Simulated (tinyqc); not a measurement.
Inside a calculation: deformation-potential model of the X valleys of a conduction band. Values are carried at full precision from step to step, so a last printed digit may differ when a step is redone from the rounded ones.

s11 = (C11 + C12)/((C11 - C12)(C11 + 2 C12)), s12 = -C12/((C11 - C12)(C11 + 2 C12)), s44 = 1/C44; exx = s11 sxx + s12 (syy + szz) and cyclic, exy = s44 sxy/2; tension is positive. A uniaxial stress X along the unit vector n is s_ij = X n_i n_j.

Constants: kB = 8.617333262e-05 eV/K; hbar^2/2m0 = 3.80998211 eV angstrom^2.

Parameters, chosen for this exercise (near those of AlAs; shifted at random, so the results belong to these values and not to a real crystal):
```
symbol  value           unit  meaning
C11     126             GPa
C12     54.3            GPa
C44     53.8            GPa
load    uniaxial [001]        kind of stress
X       1.09            GPa   stress
Xd      0.92            eV    dilation potential
Xu      5.62            eV    uniaxial potential
T       400             K     temperature
ml      1.087           m0    longitudinal mass
mt      0.197           m0    transverse mass
```

## Strain from a uniaxial [001] stress

Form the compliances and the strain.

s11, s12, s44 (1/TPa): 10.7189  -3.2281  18.5874

strain tensor:
```
,x,y,z
x,-0.003519,0.000000,0.000000
y,0.000000,-0.003519,0.000000
z,0.000000,0.000000,0.011684
```

## Valley shifts

Valleys with axes along x, y and z, one whole valley each. Herring-Vogt shift of a valley with unit axis a: dE = Xd tr(e) + Xu a.e.a. Non-degenerate shares n_i = exp(-dE_i/kT)/sum_j exp(-dE_j/kT). Inverse mass tensor of a valley: (1 - a a)/mt + a a/ml; the masses are taken as independent of strain.

Apply the Herring-Vogt formula to each valley.

Xd tr(e) = 4.27 meV

a.e.a: x -0.003519, y -0.003519, z 0.011684

shifts dE (meV): x -15.50, y -15.50, z 69.94

The lowest valleys are x and y, 85.4 meV below the highest; the mean shift over all valleys is (Xd + Xu/3) tr(e) = 12.98 meV.

## Shares of the electrons

Boltzmann factors of the shifts.

kT = 34.469 meV

shares: x 0.4799, y 0.4799, z 0.0402

effective number of valley axes, 1/(largest share) = 2.084

## Conductivity mass tensor

With one scattering time for all valleys the conductivity goes as M = sum_i n_i (inverse mass tensor of valley i); along the unit vector u, 1/m_c = u.M.u. Without stress 1/m_c = (1/ml + 2/mt)/3. Take u along [100].

M (1/m0):
```
,x,y,z
x,3.082,0.000,0.000
y,0.000,3.082,0.000
z,0.000,0.000,4.909
```

m_c along [100] = 0.3245 m0
m_c without stress = 0.2709 m0

The repopulation alone changes the mobility along [100] by -16.5 %; with all electrons in the valleys lightest or heaviest along this direction it would change by +38 or -75 %.

## Effective density of states

Each of the 3 whole valleys has m_d = (ml mt^2)^(1/3) and N = 2 (m_d kT/(4 pi c))^(3/2), c = hbar^2/2m0. Counted from the lowest edge, Nc = N x sum_i exp(-(dE_i - dE_min)/kT). 1 angstrom^-3 = 1e24 cm^-3.

m_d = 0.3481 m0
N of one valley = 7.935e+18 cm^-3
Nc under stress = 1.654e+19 cm^-3
Nc without stress = 2.381e+19 cm^-3

## Piezoresistance from repopulation

For small stress d(rho)/rho = pi X. For valleys on the cube axes pi11 = -(2/3) Xu (s11 - s12)/kT x (K - 1)/(2K + 1), pi12 = -pi11/2, pi44 = 0, K = ml/mt. For stress along [110]: pi_l = (pi11 + pi12 + pi44)/2 with the current along it and pi_t = (pi11 + pi12 - pi44)/2 with the current along [1-10]. 1/GPa = 100 x 1e-11/Pa.

K = 5.518

pi11, pi12, pi44 (1e-11/Pa): -56.9  28.5  0.0

pi_l, pi_t for [110] (1e-11/Pa): -14.2  -14.2

Only the transfer between valleys is counted; changes of mass and of intervalley scattering add to it in a real crystal.

## Checks

- Conductivity mass at zero stress against 3/(1/ml + 2/mt): both 0.2709477.
- Piezoresistance coefficients by finite differences against the closed form: largest difference 4.2e-09.

tinyqc: `OMP_NUM_THREADS=1 python tinyqc.py 1050344 1050345 out.jsonl`; about 0.01 s, one thread, shared Intel(R) Xeon(R) Processor @ 2.30GHz.
